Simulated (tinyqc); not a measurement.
Rectangular fin or nanosheet with a gate all round, subbands and threshold shift from confinement: two steps of the calculation.

Undoped body with a flat potential across it, hard walls, transport along x. Three valley pairs (g = 2 each) with the longitudinal mass along x, y or z. Non-parabolicity enters the subband edges through E (1 + al E) = gamma, so E = 2 gamma/(1 + sqrt(1 + 4 al gamma)); motion within a subband is taken as parabolic with the band-edge mass. Energies are counted from the bulk band edge.

Values chosen for this exercise; masses close to those of silicon:
```
symbol  value  unit                                                meaning
T         200     K                                            temperature
ml      0.898    m0                                      longitudinal mass
mt       0.19    m0                                        transverse mass
al        0.5  1/eV                                       non-parabolicity
t         5.8    nm                                        width (along y)
dl        0.3    nm  widening of the box by penetration into the insulator
H        34.8    nm                                       height (along z)
```

Constants: q = 1.602176634e-19 C, kB = 1.380649e-23 J/K, hbar = 1.054571817e-34 J s, m0 = 9.1093837015e-31 kg, Vt = kB T/q, hbar^2/(2 m0) = 0.0380998212 eV nm^2. Results are converted to the units shown.

Problem 1. Lowest subbands. gamma = C pi^2 [a^2/(my (t + dl)^2) + b^2/(mz (H + dl)^2)], C = hbar^2/(2 m0). List the 6 lowest, labelled by valley axis and quantum numbers, with degeneracy g and N_k: N_k = g sqrt(2 mx m0 kB T/(pi hbar^2)).

Give: E_k; g; N_k.

Solution 1.

```
subband  E_k (eV)  g  N_k (cm^-1)
y1,1      0.01278  2      3.308e6
y1,2      0.01753  2      3.308e6
y1,3      0.02539  2      3.308e6
y1,4      0.03630  2      3.308e6
y2,1      0.04558  2      3.308e6
y1,5      0.05016  2      3.308e6
```

Problem 2. Threshold shift. Each subband has N_k = g sqrt(2 mx m0 kB T/(pi hbar^2)); without degeneracy n = exp(EF/Vt) sum N_k exp(-E_k/Vt). Classical value Nc times t H, Nc = sum over valleys of 2 g (m m0 kB T/(2 pi hbar^2))^1.5 with m = (mx my mz)^(1/3). Threshold shift dVT = Vt ln(classical value/sum N_k exp(-E_k/Vt)). Use the subbands listed.

```
subband     E_k (eV)  N_k (cm^-1)
y1,1     0.012778238  3.3080482e6
y1,2     0.017525521  3.3080482e6
y1,3     0.025388818  3.3080482e6
y1,4     0.036297200  3.3080482e6
y2,1     0.045581472  3.3080482e6
y1,5     0.050155781  3.3080482e6
```

Give: shares; sum N_k exp(-E_k/Vt); Nc; classical value; dVT.

Solution 2.

shares, subband y1,1 to y1,5 (%): [36.24, 27.52, 17.44, 9.26, 5.40, 4.14]
sum N_k exp(-E_k/Vt) = 4.349e6 cm^-1
Nc = 1.476e19 cm^-3
classical value = 2.978e7 cm^-1
dVT = 33.16 mV

tinyqc, about 0.2 s, one thread, Intel Xeon 2.30GHz (shared host): `OMP_NUM_THREADS=1 python tinyqc.py 2350010 2350011 out.jsonl`
